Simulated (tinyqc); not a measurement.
Dielectric confinement in a thin film (image charges): sweeps and comparisons. A value that a table varies takes the place of the one given here.

A film |z| < t/2 of dielectric constant eps between half-spaces of dielectric constant e2; lam = (eps - e2)/(eps + e2), q = e^2/(4 pi eps0). The self-energy of a band edge is taken with the high-frequency value, e2 = eh, and the field of a fixed ion with the static one, e2 = eo. A charge at z has images lam^|n| at n t + (-1)^n z. Its self-energy is S(z) = (q/2 eps) sum over n >= 1 of lam^n [1/(n t - 2z) + 1/(n t + 2z)] for odd n and 2 lam^n/(n t) for even n; at the centre S(0) = -(q/(eps t)) ln(1 - lam).

Donor at the centre, lam from the static eo, trial function cos(pi z/t) exp(-rho/l): E(l) = c/(m l^2) - (q/eps) times the integral over k of F(k t) (1 + (k l/2)^2)^(-3/2), with F(x) = F0 + 2 lam exp(-x) G/(1 - lam exp(-x)), F0 = 2[(1 - exp(-x/2))/x + x (1 + exp(-x/2))/(x^2 + 4 pi^2)], G = 2 sinh(x/2)[1/x - x/(x^2 + 4 pi^2)]; c = hbar^2/2m0. The binding energy is -E at the minimum, counted from the subband edge with its self-energy.

Constants: e^2/(4 pi eps0) = 14.39964547 eV angstrom; hbar^2/2m0 = 3.80998211 eV angstrom^2; Ry = 13.60569312 eV.

Values chosen for the exercise (near those of a Si (100) film, two-fold valleys, between layers of SiO2; shifted at random, so the results belong to these values and not to a real crystal): eps = 11.6 (dielectric constant of the film); eh = 2.2 (high-frequency dielectric constant outside); eo = 3.9 (static dielectric constant outside); m = 0.183 m0 (mass in the plane); mz = 0.936 m0 (mass across the film); ts = (12, 18, 26, 38, 55, 80, 120) angstrom (thicknesses); t = 28 angstrom (film thickness).

## Thinning the film

<S> is the mean over (2/t) cos^2(pi z/t); confinement c (pi/t)^2/mz; donor binding with and without images.

Results:

| t (angstrom) | <S> (meV) | confinement (meV) | binding, no images (meV) | binding (meV) | l (angstrom) |
|---|---|---|---|---|---|
| 12 | 133.8 | 279.0 | 56.2 | 152.3 | 16.9 |
| 18 | 89.2 | 124.0 | 51.2 | 122.6 | 19.4 |
| 26 | 61.8 | 59.4 | 46.3 | 99.7 | 22.1 |
| 38 | 42.3 | 27.8 | 41.0 | 79.9 | 25.3 |
| 55 | 29.2 | 13.3 | 35.7 | 63.9 | 29.0 |
| 80 | 20.1 | 6.3 | 30.5 | 50.6 | 33.5 |
| 120 | 13.4 | 2.8 | 25.2 | 39.0 | 39.2 |

How do the results move?

Between 120 and 12 angstrom the binding goes from 39.0 to 152.3 meV; quantum confinement alone would take it from 25.2 to 56.2, so the images supply +13.8 and +96.1 meV. |<S>| goes as 1/t and exceeds the confinement energy beyond 25 angstrom. For t well above a* = 34 angstrom the separable trial function underbinds, which affects the last rows.

## Choice of the surrounding dielectric

The same film between different dielectrics; in this table one value e2 serves for both eo and eh.

Results:

| case | lam | <S> (meV) | binding (meV) | l (angstrom) |
|---|---|---|---|---|
| e2 = 1 | 0.841 | 89.9 | 189.6 | 20.9 |
| e2 = 2.5 | 0.645 | 52.3 | 123.2 | 21.9 |
| e2 = 3.9 | 0.497 | 35.3 | 95.6 | 22.7 |
| e2 = 7.5 | 0.215 | 12.8 | 62.2 | 24.3 |
| e2 = 16 | -0.159 | -8.1 | 35.4 | 27.0 |
| e2 = 25 | -0.366 | -17.4 | 25.0 | 28.9 |
| e2 = 80 | -0.747 | -32.1 | 10.9 | 33.8 |

How do the results move?

The binding spans a factor 17.3, from 190 meV in vacuum to 10.9 meV for e2 = 80; going from 3.9 to 25 changes it by -70.5 meV and the band edge by -52.7 meV, so the binding responds 1.34 times as much as the edge (for an orbit much smaller than t the binding would change by twice the change of S(0), -88.6 meV; here l/t = 0.81 for e2 = 3.9).

## What each parameter does

<S> is the mean over (2/t) cos^2(pi z/t). Each row changes one parameter from the base and keeps the others.

Results:

| case | lam from eh | <S> (meV) | binding (meV) | l (angstrom) |
|---|---|---|---|---|
| base | 0.681 | 57.4 | 95.6 | 22.7 |
| t = 38 angstrom | 0.681 | 42.3 | 79.9 | 25.3 |
| eps = 10.4 | 0.651 | 59.1 | 104.6 | 21.4 |
| eo = 5.5 | 0.681 | 57.4 | 76.9 | 23.5 |
| eh = 2.9 | 0.600 | 46.5 | 95.6 | 22.7 |
| m = 0.22 m0 | 0.681 | 57.4 | 103.2 | 20.2 |

What can be read from the table?

The largest shifts from the base row, up to three for each result and ties (the steps differ in size, so this ranks the rows, not the parameters). lam from eh: eh -0.081, eps -0.030; unchanged at the printed digits by t, eo and m. <S> (meV): t -15.1, eh -10.9, eps +1.8; unchanged at the printed digits by eo and m. binding (meV): eo -18.7, t -15.6, eps +9.0; unchanged at the printed digits by eh. l (angstrom): t +2.6, m -2.5, eps -1.3; unchanged at the printed digits by eh.

(tinyqc, `OMP_NUM_THREADS=1 python tinyqc.py 1251469 1251470 out.jsonl`, Intel(R) Xeon(R) Processor @ 2.30GHz, 1 thread, shared host, about 0.06 s.)
